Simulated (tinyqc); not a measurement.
Junctionless gate-all-around wire, depletion approximation: one step of the calculation.

A uniformly doped n-type wire of radius R under a surrounding gate; long channel. Below flat band a shell from radius rc to R is fully depleted and the neutral core, at channel potential V (0 at the source, Vd at the drain), carries the current with constant mobility; s = (rc/R)^2 is the share of the cross-section that conducts. The edge of the depleted shell is taken as abrupt, so there is no subthreshold current.

Problem. Conducting share at the source by Newton steps. With V = 0: f = A (1 - s + s ln s) + B (1 - s) - (Vfb - Vg); f' = A ln s - B; s(new) = s - f/f'.

Parameters, values chosen for the exercise:
```
symbol  value  unit            meaning
Vfb      0.56     V  flat-band voltage
Vg       0.15     V       gate voltage
```

s after iteration 1 = 0.60477376
A = 0.30486357 V
B = 0.97505210 V

Find: f; f'; s after iteration 2.

Solution.

f = 0.0031347 V
f' = -1.1284 V
s after iteration 2 = 0.60755

Computed by the program tinyqc: `OMP_NUM_THREADS=1 python tinyqc.py 2460007 2460008 out.jsonl`, one thread of a shared Intel Xeon 2.30GHz, about 0.01 s for the whole run.
